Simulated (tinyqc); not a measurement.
Five-level k.p model folded onto the conduction band: one step. The matrix at one k. Three cases, with inputs chosen for the exercise.

Question. Fill in the matrix.

For k along z and one spin sector the level c couples to four states. With c0 = hbar^2/2m0, P = sqrt(Ep c0), P2 = sqrt(Ep2 c0): diagonal Eg + (1 + Cm) c0 k^2 for c, and 0, -Dso, E7 + D2, E7 for lh, so, G8 up, G7 up (their own dispersion is left out); couplings of c: sqrt(2/3) P k to lh, sqrt(1/3) P k to so, sqrt(2/3) P2 k to G8 up, sqrt(1/3) P2 k to G7 up (phases chosen real).

Constants: hbar^2/2m0 = 3.80998211 eV angstrom^2.

Case 1.

Values chosen (near those of CdTe; not measured data): Eg = 1.514 eV (gap at Gamma to the s-like level); Dso = 0.871 eV (spin-orbit splitting); Ep = 18.9 eV (Kane energy); E7 = 5.35 eV (upper Gamma7 conduction level, from the valence top); D2 = 0.32 eV (its spin-orbit splitting, Gamma8 above Gamma7); Ep2 = 3.5 eV (Kane energy to the upper levels); Cm = -0.9 (remote term in 1/m); k = 0.055 1/angstrom (wave vector along z).

Case 2.

Values chosen (near those of InP; not measured data): Eg = 1.419 eV (gap at Gamma to the s-like level); Dso = 0.107 eV (spin-orbit splitting); Ep = 20.1 eV (Kane energy); E7 = 4.61 eV (upper Gamma7 conduction level, from the valence top); D2 = 0.07 eV (its spin-orbit splitting, Gamma8 above Gamma7); Ep2 = 4.4 eV (Kane energy to the upper levels); Cm = -1.5 (remote term in 1/m); k = 0.088 1/angstrom (wave vector along z).

Case 3.

Values chosen (near those of InSb; not measured data): Eg = 0.239 eV (gap at Gamma to the s-like level); Dso = 0.831 eV (spin-orbit splitting); Ep = 23.4 eV (Kane energy); E7 = 3.14 eV (upper Gamma7 conduction level, from the valence top); D2 = 0.33 eV (its spin-orbit splitting, Gamma8 above Gamma7); Ep2 = 4.6 eV (Kane energy to the upper levels); Cm = -1 (remote term in 1/m); k = 0.012 1/angstrom (wave vector along z).

Give: H.

Answer.

Case 1.

H (eV):
```
             c       lh        so    G8 up    G7 up
c      1.51515  0.38107   0.26946  0.16399  0.11596
lh     0.38107        0         0        0        0
so     0.26946        0  -0.87100        0        0
G8 up  0.16399        0         0  5.67000        0
G7 up  0.11596        0         0        0  5.35000
```

Case 2.

H (eV):
```
             c       lh        so    G8 up    G7 up
c      1.40425  0.62878   0.44461  0.29419  0.20802
lh     0.62878        0         0        0        0
so     0.44461        0  -0.10700        0        0
G8 up  0.29419        0         0  4.68000        0
G7 up  0.20802        0         0        0  4.61000
```

Case 3.

H (eV):
```
             c       lh        so    G8 up    G7 up
c      0.23900  0.09251   0.06542  0.04102  0.02900
lh     0.09251        0         0        0        0
so     0.06542        0  -0.83100        0        0
G8 up  0.04102        0         0  3.47000        0
G7 up  0.02900        0         0        0  3.14000
```

Computed by tinyqc, one run a case: `OMP_NUM_THREADS=1 python tinyqc.py N N+1 out.jsonl` with N = 1080804, 1081084, 1081373; one thread of a shared Intel(R) Xeon(R) Processor @ 2.30GHz, about 0.01 s a run at most.
